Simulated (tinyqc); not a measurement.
# Nucleation and growth of vacancy voids in a cooling silicon-like crystal, step by step

A worked calculation. Computed by tinyqc, a small Python program that keeps every step. Command: `OMP_NUM_THREADS=1 python tinyqc.py 3029062 3029063 out.jsonl voids walk`. One thread of a shared host (Intel(R) Xeon(R) Processor @ 2.30GHz), about 0.3 s of CPU time with the checks. Intermediate numbers are printed to about 5 digits and carried at full precision; extremes and crossings named in words are read from the listed rows.

Spherical voids; vacancies are lost only to voids.

Inputs (values chosen for the exercise, close to those used for silicon): vacancy density at the melting point C_m = 4.3e+14 1/cm^3; formation energy E_f = 3.96 eV; melting point T_m = 1685 K; diffusion prefactor D0 = 0.0005 cm^2/s; migration energy E_m = 0.5 eV; site density rho = 5e+22 1/cm^3; void surface energy gamma = 0.875 J/m^2; cooling rate q = 3.9 K/min; ratio (V/G)/xi_c = 2.16; limit of the excess at high V/G = 1.1e+14 1/cm^3; temperature of the worked step T = 1335 K; temperature step = 0.25 K.

Vacancy supply: from V/G.

Constants: k_B = 8.617333262e-05 eV/K; k_B = 1.380649e-23 J/K; e = 1.602176634e-19 C.

## Vacancy excess

C = C_x (u - 1)/(u + 0.2) with u = (V/G)/xi_c, a form chosen for the exercise.

initial excess C = 5.4068e+13 1/cm^3

## Nucleation rate at T with the initial excess

C_e = C_m exp[-(E_f/k_B)(1/T - 1/T_m)]; D = D0 exp(-E_m/(k_B T)); f = k_B T ln(C/C_e); r* = 2 gamma/(rho f); W* = 16 pi gamma^3/(3 rho^2 f^2); Z = f/sqrt(12 pi W* k_B T); I = rho Z (4 pi r* D C) exp(-W*/(k_B T)).

C_e = 3.3747e+11 1/cm^3

D = 6.4776e-06 cm^2/s

driving force f = 0.58401 eV

critical radius r* = 0.37406 nm

W*/(k_B T) = 27.823

rate I = 1.0645e+12 1/(cm^3 s)

Cooling by 10 K multiplies I by 8.0: nucleation switches on within a narrow range of temperature. Caution: at such a rate voids would have used up the initial excess before the crystal cooled to this T.

## Cooling through the nucleation range

March down from 1500 K in steps dT, dt = dT/q, with values at the upper end of each step: a class of I dt voids is born with r*; then all classes grow by r^2 += 2 D (C - C_e) dt/rho; C falls by the vacancies added to voids. Stop at 1150 K. T_n is the T of the largest I, N the final count (classes under 1e-6 /cm^3 are dropped), and the mean radius the number average.

Rows around the peak of I:
```
T (K)   C (1/cm^3)  C_e (1/cm^3)  I (1/(cm^3 s))  voids (1/cm^3)  mean radius (nm)
1410.5  5.4068e+13    2.1303e+12      6.0651e-02      1.1664e+00             5.701
1400.5  5.4068e+13    1.6882e+12      3.9737e+01      9.2968e+02             6.093
1390.5  5.4043e+13    1.3333e+12      8.9200e+03      2.5184e+05             6.494
1385.5  5.3758e+13    1.1834e+12      8.5390e+04      2.8125e+06             6.783
1382.5  5.2855e+13    1.1012e+12      2.2106e+05      9.4325e+06             7.199
1380.5  5.1384e+13    1.0494e+12      2.7681e+05      1.7235e+07             7.781
1378.5  4.8872e+13    9.9997e+11      2.0825e+05      2.5133e+07             8.766
1376.5  4.5378e+13    9.5269e+11      8.8665e+04      2.9876e+07            10.145
1374.5  4.1284e+13    9.0752e+11      2.2503e+04      3.1549e+07            11.671
1371.5  3.4869e+13    8.4352e+11      1.2813e+03      3.1957e+07            13.679
1368.5  2.8814e+13    7.8378e+11      3.0856e+01      3.1976e+07            15.173
```

temperature of peak nucleation T_n = 1380.5 K

void density N = 3.1976e+07 1/cm^3

mean radius = 19.883 nm

vacancies left at 1150 K = 4.0867e+09 1/cm^3

I rises as supersaturation builds and collapses once the first voids have drawn C down by 5 % at the peak. Nearly all the excess then goes into these voids: [3 C/(4 pi rho N)]^(1/3) = 20.1 nm.

## Cooling rate

The formulas are those given above.

At fixed C:
```
q (K/min)  T_n (K)  N (1/cm^3)  mean radius (nm)
0.39       1392.25  1.0641e+06            61.932
0.97       1388.00  4.0920e+06            39.503
1.90       1384.50  1.1052e+07            28.350
3.90       1380.50  3.1976e+07            19.883
7.80       1376.50  8.8959e+07            14.127
16.00      1372.00  2.5653e+08             9.918
39.00      1366.00  9.5020e+08             6.403
```

Over the rows N goes as q^1.48 and the radius as q^-0.49, near the 3/2 and -1/2 of the scaling argument (depletion time 1/(4 pi N r D) equal to the time in the nucleation range, at fixed N r^3). T_n drops only 26 K for a factor 100 in q. Fast cooling gives many small voids, which an anneal can dissolve.

## Vacancy excess varied

The formulas are those given above.

At fixed q:
```
C (1/cm^3)  T_n (K)  N (1/cm^3)  mean radius (nm)
2.20e+13    1332.50  6.4414e+07            11.651
3.20e+13    1352.25  4.8117e+07            14.557
5.40e+13    1380.50  3.2007e+07            19.868
8.70e+13    1407.00  2.2075e+07            26.379
1.40e+14    1434.25  1.5242e+07            34.994
```

More vacancies nucleate earlier (T_n rises by 102 K) and give fewer, larger voids: N goes as C^-0.78 and the radius as C^0.59, steeper than the -1/2 and +1/2 of the scaling argument at fixed D, because D rises with T_n.

Checks made by the program: Z against the curvature of W(n) (relative difference below 1e-10); N against a run with half the step (relative difference 2e-03).
